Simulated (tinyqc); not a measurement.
Deformation potentials from a strained empirical pseudopotential: one step. Hydrostatic deformation potentials. Three cases, with inputs chosen for the exercise.

Problem. a = [E(+h) - E(-h)]/(3 ln((1 + h)/(1 - h))).

Case 1.

Values chosen (out of a larger set: near those of Si; not measured data): h = 0.005 (size of the test strain).

Gaps (eV):
```
gap               e = -h      e = 0     e = +h
Gamma, s-like  4.3632328  4.2294521  4.0959731
Delta          1.0885570  1.1278976  1.1649522
L              2.0869924  2.0573594  2.0268410
```

Case 2.

Values chosen (out of a larger set: near those of Si; not measured data): h = 0.005 (size of the test strain).

Gaps (eV):
```
gap               e = -h      e = 0     e = +h
Gamma, s-like  4.0517903  3.9196592  3.7877970
Delta          1.1369403  1.1772095  1.2151449
L              2.0032608  1.9748553  1.9455086
```

Case 3.

Values chosen (out of a larger set: near those of Si; not measured data): h = 0.005 (size of the test strain).

Gaps (eV):
```
gap               e = -h      e = 0     e = +h
Gamma, s-like  4.2193053  4.0830996  3.9472155
Delta          1.2683985  1.3076737  1.3445917
L              2.1282764  2.0983812  2.0675215
```

Give: a of the gaps to Gamma, Delta, L.

Solution.

Case 1.

a of the gaps to Gamma, Delta, L (eV): -8.91  2.55  -2.01

Case 2.

a of the gaps to Gamma, Delta, L (eV): -8.80  2.61  -1.93

Case 3.

a of the gaps to Gamma, Delta, L (eV): -9.07  2.54  -2.03

Compression opens the Gamma gap, opens the L gap and closes the Delta gap. Only differences are defined here: the absolute shifts depend on the mean potential, which this model leaves out.

Computed by tinyqc, one run a case: `OMP_NUM_THREADS=1 python tinyqc.py N N+1 out.jsonl` with N = 1880343, 1880353, 1880472; one thread of a shared Intel(R) Xeon(R) Processor @ 2.30GHz, about 0.2 s a run at most.
